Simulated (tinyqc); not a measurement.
Tight binding, honeycomb lattice, step by step. One step of it, computed by the program tinyqc.

Question. Bloch Hamiltonian at k. H_AB = -t1 (1 + exp(-i k.a1) + exp(-i k.a2)); H_AA = delta - 2 t2 sum cos(k.b + phi), H_BB = -delta - 2 t2 sum cos(k.b - phi), b = a1, a2 - a1, -a2.

Parameters chosen for this model:
```
parameter     value                        unit
t1         1.000000                 eV, nearest
t2                0       eV, second neighbours
phi        1.570000  rad, phase of t2 (Haldane)
delta             0          eV, +/- on A and B
```

k point k (fractions of the reciprocal vectors): -0.130000  -0.260000

Give: H(k) at k.

Answer.

H(k) at k (eV):
```
                 A                B
A           0.0000  -1.6218-1.7270i
B  -1.6218+1.7270i           0.0000
```
